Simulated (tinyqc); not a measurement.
Strain, valley repopulation and piezoresistance in a many-valley conduction band: one step, computed by the program tinyqc. Command: `OMP_NUM_THREADS=1 python tinyqc.py 3025687 3025688 out.jsonl valleys walk`. One thread of a shared host (Intel(R) Xeon(R) Processor @ 2.30GHz), about 0.02 s of CPU time with the checks.

Valleys are ellipsoids with mass m_l along the axis a and m_t across it, parabolic, with one constant relaxation time; strain shifts the valleys and leaves the masses alone. Currents are taken along [100], along the load, and along [010], across the load.

Problem. Valley shifts. Herring-Vogt shift of a valley with unit axis a: dE = Xi_d tr(e) + Xi_u a.e.a.

Inputs (values chosen for the exercise, modelled on silicon): shear deformation potential Xi_u = 9.17 eV; dilation deformation potential Xi_d = 1.1 eV.

Valley axes: <100> (6 valleys in 3 pairs). Load: uniaxial [100].

strain tensor (%), rows x, y, z:
$$\begin{pmatrix}
0.4585033 & 0.0000000 & 0.0000000 \\
0.0000000 & -0.1268626 & 0.0000000 \\
0.0000000 & 0.0000000 & -0.1268626
\end{pmatrix}$$

Constants: k_B = 8.617333262e-05 eV/K.

Give: shifts dE; splitting (highest minus lowest).

Solution.

shifts dE (meV): x 44.30, y -9.38, z -9.38

splitting (highest minus lowest) = 53.68 meV
